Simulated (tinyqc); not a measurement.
Precursor delivery and alloy composition in metal-organic vapour-phase epitaxy: one step, computed by the program tinyqc. Command: `OMP_NUM_THREADS=1 python tinyqc.py 3009042 3009043 out.jsonl movpe walk`. One thread of a shared host (Intel(R) Xeon(R) Processor @ 2.30GHz), about 0.01 s of CPU time with the checks.

Carrier gas leaves each bubbler saturated. Group-III species cross a boundary layer and react at the surface; element 2 can also desorb. The film is (1)_(1-x) (2)_x V with a zinc-blende cell.

Question. Composition and growth rate. Loss of element 2 is r x with r = prefactor x exp(-energy/(k_B T)). Then x = (g2 - r x)/(g1 + g2 - r x), or r x^2 - (g1 + g2 + r) x + g2 = 0, smaller root; growth rate G = g1/(1 - x) layers/s; one layer is a/2 thick, 1 angstrom/s = 0.36 um/h. Temperatures in kelvin are T(C) + 273.15. Distribution coefficient = [x/(1 - x)]/[x_g/(1 - x_g)], x_g = g2/(g1 + g2).

Inputs (values chosen for the exercise, close to those used for InGaP from TEGa and TMIn):

| quantity | value | unit |
|---|---|---|
| source 1: bath temperature | 21 | C |
| source 2: bath temperature | 16 | C |
| prefactor of the loss of element 2 | 6.5e+15 | layers/s |
| energy of the loss | 3.1 | eV |
| lattice constant a | 5.65 | angstrom |
| growth temperature T | 660 | C |

arrival rates (layers/s): g1 1.036847, g2 0.2094754

Constants: k_B = 8.617333262e-05 eV/K.

Give: loss rate r; solid share x; growth rate G; distribution coefficient.

Answer.

loss rate r = 0.1176 layers/s

solid share x = 0.1557

growth rate G = 1.249 um/h

distribution coefficient = 0.9126

8.7 % of element 2 is lost again. Caution: the lattice constant is held fixed as x changes, delta does not respond to the flow, both precursors share one D and k_s, and gas-phase side reactions are left out.
